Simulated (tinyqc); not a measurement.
# Worked calculation: long-channel MOSFET, surface-potential model

tinyqc, about 0.03 s, one thread, Intel Xeon 2.30GHz (shared host): `OMP_NUM_THREADS=1 python tinyqc.py 2360015 2360016 out.jsonl` Printed values are rounded.

n-channel transistor on a uniformly doped p-type body, gradual-channel approximation, constant mobility, Boltzmann statistics, full ionisation. Potentials are counted from the neutral body; V is the electron quasi-Fermi potential, Vsb at the source and Vsb + Vds at the drain. Charges are magnitudes per area.

Inputs (values chosen for the exercise); material values those of a made-up semiconductor:
- T = 300 K (temperature)
- Eg = 1.12 eV (band gap)
- eps_r = 14 (relative permittivity of the semiconductor)
- Nc = 2.33e19 cm^-3 (conduction-band density of states at T)
- Nv = 2.44e19 cm^-3 (valence-band density of states at T)
- Na = 5.7e15 cm^-3 (acceptor density of the body)
- eox = 4.02 (relative permittivity of the gate insulator)
- tox = 7 nm (insulator thickness)
- Vfb = -0.81 V (flat-band voltage)
- mu = 110 cm^2/(V s) (channel mobility)
- W = 5 um (gate width)
- L = 2 um (gate length)
- Vsb = 0.3 V (source-body reverse bias)
- Vgs = 0.37 V (gate-source voltage)
- Vds = 0.8 V (drain-source voltage)

Constants: q = 1.602176634e-19 C, kB = 1.380649e-23 J/K, Vt = kB T/q, eps0 = 8.8541878128e-14 F/cm where lengths are in cm. Results are converted to the units shown.

## Body potential, insulator capacitance and body factor

ni = sqrt(Nc Nv) exp(-Eg/(2 Vt)), Eg in volts; phiF = Vt ln(Na/ni); Cox = eps0 eox/tox; gamma = sqrt(2 q eps0 eps_r Na)/Cox. VT = Vfb + 2 phiF + gamma sqrt(2 phiF + Vsb), m = 1 + gamma/(2 sqrt(2 phiF + Vsb)).

ni = 9.32797e9 cm^-3
phiF = 0.344425 V
Cox = 0.508483 uF/cm^2
gamma = 0.0935770 V^0.5
VT = -0.0280958 V
m = 1.04705

## Iteration 1: surface potential at the source by Newton steps

psi at the start (the smaller of 2 phiF + Vsb + 4 Vt and the root without inversion charge) = 1.09226 V

With V = Vsb: G = psi - Vt + Vt e, e = exp((psi - 2 phiF - Vsb)/Vt); f = Vgs + Vsb - Vfb - psi - gamma sqrt(G); f' = -1 - gamma (1 + e)/(2 sqrt(G)); psi(new) = psi - f/f'.

G = 2.47797 V
f = 0.240435 V
f' = -2.65264
psi after iteration 1 = 1.18290 V

## Iteration 2: surface potential at the source by Newton steps

As before.

G = 48.1877 V
f = -0.352487 V
f' = -13.2687
psi after iteration 2 = 1.15633 V

## Course of the iteration: surface potential at the source by Newton steps

Stop when psi changes by less than 1e-10 V, or after 40 iterations.

Course of the iteration:
```
iteration  psi (V)  |change| (V)
1          1.18290        0.0906
2          1.15633        0.0266
3          1.14744       8.89e-3
4          1.14665       7.90e-4
5          1.14664       5.64e-6
6          1.14664      2.84e-10
7          1.14664       < 1e-14
```

Converged in 7 iterations. At the end the number of correct digits about doubles with each step.

## Charges and current of the charge-sheet model

psi_0 = 1.14664 V
psi_L = 1.37145 V

psi_0 and psi_L solve Vgs + Vsb - Vfb - psi = gamma sqrt(G) at V = Vsb and Vsb + Vds. Qi = Cox gamma [sqrt(G) - sqrt(psi - Vt)], G = psi - Vt + Vt exp((psi - 2 phiF - V)/Vt), at both ends. With U = Vgs + Vsb - Vfb: drift = mu (W/L) Cox [U (psi_L - psi_0) - (psi_L^2 - psi_0^2)/2 - (2/3) gamma ((psi_L - Vt)^1.5 - (psi_0 - Vt)^1.5)]; diffusion = mu (W/L) Vt (Qi0 - QiL).

Qi0 = 119.131 nC/cm^2
QiL = 5.15760e-8 nC/cm^2
drift current = 3.68019 uA
diffusion current = 0.846941 uA
drain current = 4.52713 uA

Drift carries 81.3 % of the current. The drain end is pinched off: its charge is under 1 % of that at the source.

## Inversion charge along the channel

V, point 0 to 8 (V): [0.3, 0.4, 0.5, 0.6, 0.7, 0.8, 0.9, 1, 1.1]

The surface potential psi at channel potential V solves Vgs + Vsb - Vfb - psi = gamma sqrt(G), G = psi - Vt + Vt exp((psi - 2 phiF - V)/Vt). Charge sheet: Qi = Cox gamma [sqrt(G) - sqrt(psi - Vt)]. Pao-Sah: Qi = (Cox gamma/2) integral from 3 Vt to psi of exp((u - 2 phiF - V)/Vt)/sqrt(G(u, V)) du.

psi, point 0 to 8 (V): [1.14664, 1.22951, 1.30428, 1.35783, 1.37095, 1.37144, 1.37145, 1.37145, 1.37145]
Qi, charge sheet, point 0 to 8 (nC/cm^2): [119.131, 75.1692, 35.5479, 7.20784, 0.264719, 0.00564971, 1.18112e-4, 2.46816e-6, 5.15760e-8]
Qi, Pao-Sah, point 0 to 8 (nC/cm^2): [120.079, 75.8011, 35.8692, 7.27770, 0.267337, 0.00570562, 1.19281e-4, 2.49259e-6, 5.20864e-8]

At the source the charge-sheet charge is 0.79 % below the Pao-Sah one.

## Pao-Sah current by Simpson's rule

I = mu (W/L) integral of Qi dV; Simpson's rule on the 9 points, step Vds/8, weights 1, 4, 2, ..., 4, 1 times step/3.

Pao-Sah current = 4.80966 uA

Gauss-Legendre quadrature on many points gives 4.826 uA, so this value is 0.33 % below it; the charge-sheet current, 4.527 uA, is 6.2 % below it.
